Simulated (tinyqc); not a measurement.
# Admittance spectroscopy of a deep trap: effect of the bias

Schottky contact on an n-type layer with shallow donors Nd (all ionised) and a donor-like deep trap, neutral when filled and positive when empty; depletion approximation. Traps within lam of the depletion edge stay filled. The traps at xt = W - lam, where the level crosses the Fermi level, follow a slow signal and not a fast one. w = 2 pi f.

Emission rate en = sn vth(T) Nc(T) exp(-Et/kB T) = sn g T^2 exp(-Et/kB T), g = vth Nc/(300 K)^2, as vth goes as T^0.5 and Nc as T^1.5 (degeneracy factor 1). lam = sqrt(2 eps0 eps_r (EF - ET)/(q Nd)), EF - ET = Et - (kB T/q) ln(Nc(T)/Nd), Nc(T) = Nc (T/300 K)^1.5. In the steady state at the band bending V, 2 eps0 eps_r V/q = Nd W^2 + Nt (W - lam)^2 (the second term only if W > lam). V = Vbi + Vr. C_HF = eps0 eps_r/W, C_LF = eps0 eps_r (Nd + Nt)/(Nd W + Nt xt). Inflection frequency w0 = 2 en [1 + Nt xt/(Nd W)]; C = C_HF + (C_LF - C_HF)/(1 + (w/w0)^2), G/w = (C_LF - C_HF)(w/w0)/(1 + (w/w0)^2).

Inputs (values chosen for the exercise); material values those of a made-up semiconductor:
- eps_r = 11.8 (relative permittivity)
- Nc = 2.64e18 cm^-3 (conduction-band density of states at 300 K)
- vth = 2.9e7 cm/s (thermal velocity at 300 K)
- Nd = 2.3e15 cm^-3 (shallow donor density)
- Vbi = 1.17 V (built-in voltage)
- Et = 0.13 eV (depth of the trap below the conduction edge)
- sn = 2.5e-15 cm^2 (capture cross-section)
- Nt = 8.7e14 cm^-3 (trap density)
- T = 133 K (temperature)

Constants: q = 1.602176634e-19 C, kB = 1.380649e-23 J/K, eps0 = 8.8541878128e-14 F/cm where lengths are in cm. Results are converted to the units shown.

Result of one run:
```
Vr (V),W (nm),xt/W,C_HF (nF/cm^2),step (nF/cm^2),step (% of C_HF)
4.3,1550,0.8778,6.742,0.2339,3.470
```

What becomes of these results when the reverse bias Vr is changed from 4.3 to 0 V, all else the same?

Result of the changed run:
```
Vr (V),W (nm),xt/W,C_HF (nF/cm^2),step (nF/cm^2),step (% of C_HF)
0,740.6,0.7443,14.11,1.065,7.547
```

The whole series:
```
Vr (V),W (nm),xt/W,C_HF (nF/cm^2),step (nF/cm^2),step (% of C_HF)
0,740.6,0.7443,14.11,1.065,7.547
0.9,970.9,0.8050,10.76,0.6085,5.655
1.7,1135,0.8332,9.203,0.4415,4.797
2.6,1295,0.8537,8.071,0.3376,4.182
3.4,1421,0.8667,7.355,0.2793,3.797
4.3,1550,0.8778,6.742,0.2339,3.470
5.1,1656,0.8856,6.310,0.2044,3.240
6,1767,0.8929,5.911,0.1791,3.029
```

xt/W rises from 0.744 to 0.893 since lam stays at 189 nm, and the relative step falls from 7.55 to 3.03 %: the nearer xt lies to W in proportion, the less the traps add.

Program tinyqc, `OMP_NUM_THREADS=1 python tinyqc.py 2050162 2050163 out.jsonl`; Intel Xeon 2.30GHz, shared host, one thread, about 0.01 s.
